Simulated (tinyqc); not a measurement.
Hole doping of the spin-split valence bands: two-band massive Dirac model of the K valleys.

Basis (conduction, valence): H = [[D/2, a t (tau kx - i ky)], [a t (tau kx + i ky), -D/2 + lam tau sz]], valley tau = +/-1, spin sz = +/-1. The gap of a spin and valley is G = D - lam tau sz. Berry curvature Omega = curl of i<u|grad u>; for the conduction band Omega_c = -tau 2 a^2 t^2 G/(G^2 + 4 a^2 t^2 k^2)^(3/2), and Omega_v = -Omega_c.

Values chosen for the exercise (near those used for monolayer MoS2; shifted at random, so the results belong to these values and not to a real crystal): a = 3.194 angstrom (lattice constant); D = 1.75 eV (gap parameter); t = 1.04 eV (effective hopping); lam = 0.074 eV (half the valence spin splitting).

The Fermi level lies E below the top of the valence band. kF for the upper and lower band of valley +1 from the two-band energy; each flavour holds kF^2/(4 pi) holes per area and both valleys count. Spin polarisation within one valley; Berry flux removed from valley +1, the sum of (1 - cos(theta_F))/2 with cos(theta_F) = G/sqrt(G^2 + 4 a^2 t^2 kF^2), in units of 2 pi.

Holes:

| E (meV) | kF upper (1/angstrom) | kF lower | p (1e12/cm^2) | spin polarisation in a valley | flux/2 pi |
|---|---|---|---|---|---|
| 18.5 | 0.0533 | 0.0000 | 4.52 | 1.000 | 0.0108 |
| 37.0 | 0.0758 | 0.0000 | 9.14 | 1.000 | 0.0211 |
| 74.0 | 0.1083 | 0.0000 | 18.68 | 1.000 | 0.0406 |
| 111.0 | 0.1341 | 0.0000 | 28.61 | 1.000 | 0.0585 |
| 140.6 | 0.1521 | 0.0000 | 36.84 | 1.000 | 0.0718 |
| 162.8 | 0.1647 | 0.0497 | 47.10 | 0.833 | 0.0893 |
| 222.0 | 0.1954 | 0.1128 | 81.03 | 0.500 | 0.1422 |
| 296.0 | 0.2300 | 0.1626 | 126.29 | 0.333 | 0.2003 |

What can be read from this table?

Up to E = 2 lam = 148 meV, a density of 38.9e12/cm^2, only the upper band of this model is emptied and each valley is fully spin-polarised, oppositely in the two. Beyond it the polarisation falls, to 0.33 in the last row. The flux, times e^2/h, is in size the change of the Hall conductivity of one valley; the other valley cancels it in the charge current. Rows with kF above about 0.2 1/angstrom lie beyond the range of the model, and in real layers the valley at Gamma, close below in MoS2 and WS2, can take holes as well.

(tinyqc, `OMP_NUM_THREADS=1 python tinyqc.py 1480542 1480543 out.jsonl`, Intel(R) Xeon(R) Processor @ 2.30GHz, 1 thread, shared host, about 0.01 s.)
